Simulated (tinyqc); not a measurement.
Three-level Kane dispersion of a narrow-gap semiconductor: sweeps and comparisons. A value that a table varies takes the place of the one given here.

Zero of energy at Gamma8, c = hbar^2/2m0, P^2 = Ep c. The free-electron term and remote bands are left out, so the heavy holes are flat at E = 0 and the other three bands obey E (E - Eg)(E + Dso) = P^2 k^2 (E + 2 Dso/3). The conduction band is the highest root; its edge is Ec = max(Eg, 0).

Degenerate electrons at T = 0: kF = (3 pi^2 n)^(1/3), 1 cm^-3 = 1e-24 angstrom^-3; EF is the highest root at kF. The momentum (cyclotron, optical) mass is m(E) = hbar^2 k/(dE/dk) = c d(k^2)/dE with d(k^2)/dE = k^2 [1/E + 1/(E - Eg) + 1/(E + Dso) - 1/(E + 2 Dso/3)]; the density of states is k d(k^2)/dE/(2 pi^2).

Edge mass m0* = Eg (Eg + Dso)/(Ep (Eg + 2 Dso/3)).
Constants: hbar^2/2m0 = 3.80998211 eV angstrom^2.

Inputs chosen for the exercise (near those of InSb; not measured data):
- Eg = 0.244 eV (E(Gamma6) - E(Gamma8))
- Dso = 0.83 eV (spin-orbit splitting)
- Ep = 24 eV (Kane energy)
- k = 0.025 1/angstrom (wave vector)
- n = 1.5e+16 cm^-3 (electron density)

## Filling the band

n from 1e15 to 1e19 cm^-3. The last column is the local power d ln(EF - Ec)/d ln n = kF^2/(1.5 (EF - Ec) d(k^2)/dE).

Results:

| n (cm^-3) | kF (1/angstrom) | EF - Ec (meV) | parabolic (meV) | m(EF) | m(EF)/m0* | power |
|---|---|---|---|---|---|---|
| 1.0e+15 | 0.00309 | 2.6 | 2.7 | 0.0140 | 1.02 | 0.660 |
| 1.0e+16 | 0.00667 | 11.8 | 12.4 | 0.0149 | 1.09 | 0.639 |
| 3.0e+16 | 0.00961 | 23.6 | 25.7 | 0.0161 | 1.18 | 0.617 |
| 1.0e+17 | 0.01436 | 48.6 | 57.4 | 0.0186 | 1.36 | 0.579 |
| 3.0e+17 | 0.02071 | 89.6 | 119.3 | 0.0227 | 1.66 | 0.536 |
| 1.0e+18 | 0.03094 | 165.9 | 266.3 | 0.0300 | 2.19 | 0.488 |
| 3.0e+18 | 0.04462 | 277.6 | 553.9 | 0.0404 | 2.95 | 0.451 |
| 1.0e+19 | 0.06665 | 468.1 | 1235.9 | 0.0575 | 4.20 | 0.419 |

The power falls from 0.660 to 0.419: 2/3 marks a parabola, 1/3 a linear band. The parabola is within 10 % up to n = 3.0e+16 cm^-3. The mass has doubled by n = 1.0e+18 cm^-3 and ends at 4.2 times its edge value.

## Closing and inverting the gap

Eg is varied at fixed k, Dso and Ep. Edge mass: Eg (Eg + Dso)/(Ep (Eg + 2 Dso/3)) for Eg > 0, 3 |Eg|/(2 Ep) for Eg < 0. The Gamma6 weight of the conduction state is 1/(1 + P^2 k^2 [(2/3)/E^2 + (1/3)/(E + Dso)^2]).

Results:

| Eg (eV) | m0* | highest root (eV) | middle (eV) | lowest (eV) | E - Ec (meV) | Gamma6 weight |
|---|---|---|---|---|---|---|
| -0.300 | 0.01875 | 0.1003 | -0.3638 | -0.8665 | 100.3 | 0.208 |
| -0.150 | 0.00937 | 0.1406 | -0.2619 | -0.8587 | 140.6 | 0.339 |
| -0.060 | 0.00375 | 0.1757 | -0.2104 | -0.8554 | 175.7 | 0.444 |
| -0.015 | 0.00094 | 0.1970 | -0.1880 | -0.8540 | 197.0 | 0.500 |
| 0.015 | 0.00093 | 0.2125 | -0.1744 | -0.8531 | 197.5 | 0.537 |
| 0.060 | 0.00363 | 0.2380 | -0.1560 | -0.8520 | 178.0 | 0.592 |
| 0.150 | 0.00871 | 0.2957 | -0.1258 | -0.8499 | 145.7 | 0.689 |
| 0.300 | 0.01655 | 0.4086 | -0.0913 | -0.8473 | 108.6 | 0.806 |

The edge mass vanishes with |Eg| from both sides, yet the kinetic energy at this k stays finite, at most 197.5 meV in the table; at Eg = 0 the two-level form, without the split-off band, gives the linear value sqrt(2/3) P k = 195.2 meV. The Gamma6 weight of the conduction state goes smoothly from 0.21 to 0.81 and is 0.50 and 0.54 in the two rows next to Eg = 0: at finite k nothing jumps at the inversion.

## What each parameter does

Edge mass, EF - Ec and m(EF). Each row changes one parameter from the base and keeps the others.

Results:

| case | m0* (m0) | EF - Ec (meV) | m(EF) (m0) |
|---|---|---|---|
| base | 0.01369 | 15.31 | 0.01527 |
| n = 3e+16 cm^-3 | 0.01369 | 23.61 | 0.01612 |
| Eg = 0.2074 eV | 0.01178 | 17.46 | 0.01361 |
| Dso = 0.9545 eV | 0.01384 | 15.15 | 0.01543 |
| Ep = 20.4 eV | 0.01611 | 13.12 | 0.01770 |

The largest shifts from the base row, up to three for each result and ties (the steps differ in size, so this ranks the rows, not the parameters). m0* (m0): Ep +0.00242, Eg -0.00191, Dso +0.00015; unchanged at the printed digits by n. EF - Ec (meV): n +8.30, Ep -2.19, Eg +2.15. m(EF) (m0): Ep +0.00243, Eg -0.00166, n +0.00085.

(tinyqc, `OMP_NUM_THREADS=1 python tinyqc.py 1080884 1080885 out.jsonl`, Intel(R) Xeon(R) Processor @ 2.30GHz, 1 thread, shared host, about 0.01 s.)
